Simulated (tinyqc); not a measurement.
## Core-level spacing from the offsets

Inverse problem. For an overlayer B on a substrate A, dEv = (iB - iA) - (cB - vB) + (cA - vA) in binding energies, and dEc + dEv = EgB - EgA. Find dEv and the spacing iB - iA that a thin film must show.

Inputs (values chosen for the exercise):

| symbol | value | unit | meaning |
|---|---|---|---|
| EgA | 0.66 | eV | gap of the substrate A |
| EgB | 8.97 | eV | gap of the overlayer B |

dEc = 3.3754028 eV
cA - vA = 30.044597 eV
cB - vB = 99.31 eV

Answer. The gaps give dEv, and the Kraut relation is solved for the spacing.

dEv = 4.9346 eV
iB - iA = 74.200 eV

Computed by the program tinyqc: `OMP_NUM_THREADS=1 python tinyqc.py 2410085 2410086 out.jsonl`, one thread of a shared Intel Xeon 2.30GHz, about 0.01 s for the whole run.
